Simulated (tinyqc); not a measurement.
# Molecular dynamics of a small cluster by velocity Verlet steps, step by step

A worked calculation. Computed by tinyqc, a small Python program that keeps every step. Command: `OMP_NUM_THREADS=1 python tinyqc.py 3018122 3018123 out.jsonl verlet walk`. One thread of a shared host (Intel(R) Xeon(R) Processor @ 2.30GHz), about 0.2 s of CPU time with the checks. Intermediate numbers are printed to about 6 digits and carried at full precision; extremes and crossings named in words are read from the listed rows.

E = sum_i {sum_j A exp(-p (r_ij/r0 - 1)) - xi sqrt(rho_i)}, rho_i = sum_j exp(-2 q (r_ij/r0 - 1)); the force on i is -sum_j w_ij (R_i - R_j)/r_ij with w_ij = -(2p/r0) A exp(-p (r_ij/r0 - 1)) + (xi q/r0) exp(-2 q (r_ij/r0 - 1)) (rho_i^(-1/2) + rho_j^(-1/2)).

Inputs (values chosen for the exercise, for model atoms):

| quantity | value | unit |
|---|---|---|
| length r0 | 2.76 | angstrom |
| repulsion A | 0.14 | eV |
| hopping xi | 1.36 | eV |
| decay p | 9.52 | - |
| decay q | 3.39 | - |
| atomic mass M | 45.9 | u |
| time step dt | 2.2 | fs |
| steps | 300 | - |
| target temperature T0 | 500 | K |
| coupling time tau | 500 | fs |

Potential: Gupta. Thermostat: Berendsen.

starting positions (angstrom):
```
            x      y      z
atom 1  -0.01      0   0.03
atom 2   2.57  -0.04  -0.06
atom 3   1.32   2.24   0.02
atom 4   1.26   0.73   2.14
```

starting velocities (angstrom/fs):
```
               x         y         z
atom 1   0.00207   0.00137   0.00238
atom 2  -0.00261   0.00256   0.00011
atom 3  -0.00011  -0.00179  -0.00211
atom 4   0.00065  -0.00214  -0.00039
```

Constants: 1 eV/(angstrom u) = 9.648533212e-03 angstrom/fs^2; k_B = 8.617333262e-05 eV/K.

## State at the start

Velocity Verlet: a = c F/M with c = 9.648533212e-3 angstrom/fs^2 per eV/(angstrom u); R(new) = R + v dt + a dt^2/2; v(new) = v + (a + a(new)) dt/2. Kinetic energy K = M v^2/(2c); temperature T = 2K/((3N - 3) k_B), rotation of the cluster included. After each step v is scaled by sqrt(1 + (dt/tau)(T0/T - 1)).

forces (eV/angstrom):
```
               x         y         z
atom 1   1.33471   0.74075   0.51959
atom 2  -1.34932   0.82429   0.61670
atom 3  -0.01344  -1.57877   0.54617
atom 4   0.02805   0.01373  -1.68246
```

potential energy = -8.52694 eV

kinetic energy = 0.0904498 eV

temperature = 233.250 K

## Step 1

The formulas are those given above.

positions after step 1 (angstrom):
```
               x         y         z
atom 1  -0.00477   0.00339   0.03550
atom 2   2.56357  -0.03395  -0.05944
atom 3   1.31975   2.23526   0.01564
atom 4   1.26144   0.72530   2.13829
```

new forces (eV/angstrom):
```
               x         y         z
atom 1   1.27303   0.71094   0.49449
atom 2  -1.29213   0.79298   0.60185
atom 3  -0.01224  -1.52327   0.53617
atom 4   0.03134   0.01935  -1.63251
```

velocities after step 1 (angstrom/fs):
```
                  x            y            z
atom 1   0.00267630   0.00170779   0.00261773
atom 2  -0.00322477   0.00293760   0.00039225
atom 3  -0.00011608  -0.00251039  -0.00186204
atom 4   0.00066456  -0.00213500  -0.00115795
```

total energy = -8.43629 eV

## Step 2

The formulas are those given above.

positions after step 2 (angstrom):
```
              x         y         z
atom 1  0.00177   0.00751   0.04151
atom 2  2.55582  -0.02708  -0.05828
atom 3  1.31949   2.22896   0.01181
atom 4  1.26292   0.72061   2.13491
```

new forces (eV/angstrom):
```
               x         y         z
atom 1   1.18860   0.66939   0.46062
atom 2  -1.21428   0.74979   0.58023
atom 3  -0.01118  -1.44491   0.51993
atom 4   0.03686   0.02572  -1.56079
```

velocities after step 2 (angstrom/fs):
```
                  x            y            z
atom 1   0.00324669   0.00202770   0.00283962
atom 2  -0.00380572   0.00329554   0.00066583
atom 3  -0.00012154  -0.00319789  -0.00161843
atom 4   0.00068058  -0.00212535  -0.00189703
```

total energy = -8.43632 eV

## Fastest vibration

Relax the cluster, diagonalise the Hessian (central differences): omega_max = sqrt(c lambda_max/M). Verlet steps are stable for omega_max dt < 2.

omega_max = 0.0726685 1/fs

shortest period = 86.4636 fs

omega_max dt = 0.159871

The step is 1/39.3 of the shortest period.

## The trajectory

Spread = largest minus smallest value. The test of the step is the spread (largest minus smallest) of the total energy over the run without thermostat, against the spread of K; the step passes below 5 %. The mean T is over the second half.

Course of the run (evenly spaced rows):

| step | t (fs) | U (eV) | K (eV) | U + K (eV) | T (K) |
|---|---|---|---|---|---|
| 0 | 0.0 | -8.52694 | 0.090450 | -8.43649 | 233.25 |
| 21 | 46.2 | -8.63311 | 0.192470 | -8.44064 | 496.34 |
| 42 | 92.4 | -8.59160 | 0.148539 | -8.44306 | 383.05 |
| 63 | 138.6 | -8.77409 | 0.326993 | -8.44709 | 843.24 |
| 84 | 184.8 | -8.67283 | 0.222127 | -8.45070 | 572.82 |
| 105 | 231.0 | -8.85218 | 0.395737 | -8.45644 | 1020.52 |
| 126 | 277.2 | -8.56148 | 0.106790 | -8.45469 | 275.39 |
| 147 | 323.4 | -8.77121 | 0.313044 | -8.45817 | 807.27 |
| 168 | 369.6 | -8.59269 | 0.132904 | -8.45978 | 342.73 |
| 189 | 415.8 | -8.55341 | 0.101910 | -8.45150 | 262.80 |
| 210 | 462.0 | -8.64130 | 0.194088 | -8.44721 | 500.51 |
| 231 | 508.2 | -8.65066 | 0.202241 | -8.44842 | 521.53 |
| 252 | 554.4 | -8.55404 | 0.108044 | -8.44599 | 278.62 |
| 273 | 600.6 | -8.86787 | 0.413667 | -8.45420 | 1066.76 |
| 294 | 646.8 | -8.65639 | 0.200976 | -8.45541 | 518.27 |

spread of the total energy = 0.00307003 eV

spread of the total over spread of K = 0.00749197

mean temperature = 485.961 K

The total energy keeps within 0.75 % of the swings of K, so the step passes. With the thermostat the mean T is 486 K, against the target 500 K; the scaling adds or removes energy, so U + K is not conserved in the table.

## Energy conservation against the time step

Velocity Verlet: a = c F/M with c = 9.648533212e-3 angstrom/fs^2 per eV/(angstrom u); R(new) = R + v dt + a dt^2/2; v(new) = v + (a + a(new)) dt/2. Kinetic energy K = M v^2/(2c); temperature T = 2K/((3N - 3) k_B), rotation of the cluster included. Runs without thermostat over the same span of time, steps x dt; spread = largest minus smallest value. For contrast, the energy gained over the first 30 dt (dt of the inputs) by explicit Euler steps: R(new) = R + v dt, v(new) = v + a dt.

Energy error (eV):

| dt (fs) | omega_max dt | Verlet, spread of U + K | Euler, gain in U + K |
|---|---|---|---|
| 0.275 | 0.019984 | 4.82874e-05 | 0.04513 |
| 0.550 | 0.039968 | 1.93110e-04 | 0.09552 |
| 1.100 | 0.079935 | 7.72881e-04 | 0.21458 |
| 2.200 | 0.159871 | 3.07003e-03 | 0.54743 |
| 4.400 | 0.319741 | 1.22105e-02 | 1.85125 |
| 6.600 | 0.479612 | 2.73628e-02 | 4.89949 |

The Verlet error grows as dt^2.00 between the first rows, the second order of the method. Euler steps gain energy steadily: over that short span the gain in the first row is already 930 times the Verlet spread of the whole run, and it grows as dt^1.08, tending to the first order of that method as dt shrinks. Caution: where the Euler gain approaches or exceeds the binding energy the cluster has blown apart.

Checks made by the program: time reversal over 50 steps (relative difference below 1e-10).
